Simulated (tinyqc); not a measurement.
Planar ballistic transistor, top-of-the-barrier model: two steps of the calculation.

At the top of the source barrier, states moving towards the drain are filled by the source (Fermi level 0) and states moving back by the drain (Fermi level -q Vd); nothing scatters. U is the shift of the band edge there, set by the capacitances CG, CD and CS (the total) and by the charge. Parabolic two-dimensional band; the source is grounded.

Values chosen for this exercise; mass and valleys close to those of a monolayer dichalcogenide:

| symbol | value | unit | meaning |
|---|---|---|---|
| T | 350 | K | temperature |
| m | 0.489 | m0 | effective mass |
| gv | 2 |  | valley degeneracy |
| eox | 7.5 |  | relative permittivity of the gate insulator |
| tox | 1.1 | nm | insulator thickness |
| aG | 0.77 |  | gate control CG/CS |
| aD | 0.059 |  | drain control CD/CS |
| E0 | 0.21 | eV | band edge at the barrier top above the source Fermi level at zero bias |
| Vg | 0.5 | V | gate voltage |
| Vd | 0.1 | V | drain voltage |

Constants: q = 1.602176634e-19 C, kB = 1.380649e-23 J/K, hbar = 1.054571817e-34 J s, m0 = 9.1093837015e-31 kg, Vt = kB T/q, eps0 = 8.8541878128e-14 F/cm where lengths are in cm. Results are converted to the units shown.

Task 1. Density of states, capacitances and charge at zero bias. N0 = gv m kB T/(pi hbar^2), CG = eps0 eox/tox, vT = sqrt(2 kB T/(pi m)), CS = CG/aG, n0 = n at U = 0 and Vd = 0. eta1 = -(E0 + U)/Vt, eta2 = eta1 - Vd/Vt, n = (N0/2)[F_0(eta1) + F_0(eta2)], F_0(x) = ln(1 + exp x). UL = -(aG Vg + aD Vd).

Find: N0; CG; CS; n0; UL.

Result 1.

N0 = 1.2322e13 cm^-2
CG = 6.0369 uF/cm^2
CS = 7.8402 uF/cm^2
n0 = 1.1657e10 cm^-2
UL = -0.39090 eV

Task 2. Self-consistent potential at the barrier top. U(out) = UL + q (n - n0)/CS. U(new) = U + 0.2 (U(out) - U).

U after iteration 1 = -0.17064959 eV
N0 = 1.2321880e13 cm^-2
CS = 7.8401899 uF/cm^2
n0 = 1.1657478e10 cm^-2
UL = -0.3909 eV

Find: eta1; eta2; n; U(out); U after iteration 2.

Result 2.

eta1 = -1.3047
eta2 = -4.6203
n = 1.5390e12 cm^-2
U(out) = -0.35969 eV
U after iteration 2 = -0.20846 eV

Computed by the program tinyqc: `OMP_NUM_THREADS=1 python tinyqc.py 2400137 2400138 out.jsonl`, one thread of a shared Intel Xeon 2.30GHz, about 0.01 s for the whole run.
